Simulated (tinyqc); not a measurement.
Tersoff bond-order potential: one step, computed by the program tinyqc. Command: `OMP_NUM_THREADS=1 python tinyqc.py 3022828 3022829 out.jsonl tersoff walk`. One thread of a shared host (Intel(R) Xeon(R) Processor @ 2.30GHz), about 0.01 s of CPU time with the checks.

E = (1/2) sum_(i, j != i) [A exp(-lambda r_ij) - b_ij B exp(-mu r_ij)], b_ij = (1 + (beta zeta_ij)^n)^(-1/(2n)), zeta_ij = sum_(k != i, j) g(theta_ijk), g = 1 + c^2/d^2 - c^2/(d^2 + (h - cos theta)^2), with theta at atom i. Only nearest neighbours count (cut-off function 1 for them, 0 beyond).

Question. An open trimer. Atom 1 binds atoms 2 and 3, which do not interact. b_12 = b_13 follow from zeta = g(theta); b_21 = b_31 = 1. E = sum over the two bonds of A exp(-lambda r) - (b + 1)/2 B exp(-mu r).

Inputs (values chosen for the exercise, modelled on silicon):
```
quantity,value,unit
A,1861.6,eV
B,469.67,eV
lambda,2.4799,1/angstrom
mu,1.7322,1/angstrom
beta,1.09e-06,-
n,0.7888,-
c,103100,-
d,16.37,-
h,-0.6182,-
bond length r_12,2.23,angstrom
bond length r_13,2.23,angstrom
angle theta at atom 1,136,degrees
```

Give: g(theta); bond order b_12; repulsive terms; attractive terms B exp(-mu r); energy of the trimer.

Answer.

g(theta) = 1515

bond order b_12 = 0.9960

repulsive terms (eV): [7.382, 7.382]

attractive terms B exp(-mu r) (eV): [9.867, 9.867]

energy of the trimer = -4.931 eV

g is least (g = 1) at cos theta = h, 128.2 degrees, wider than the tetrahedral 109.47.
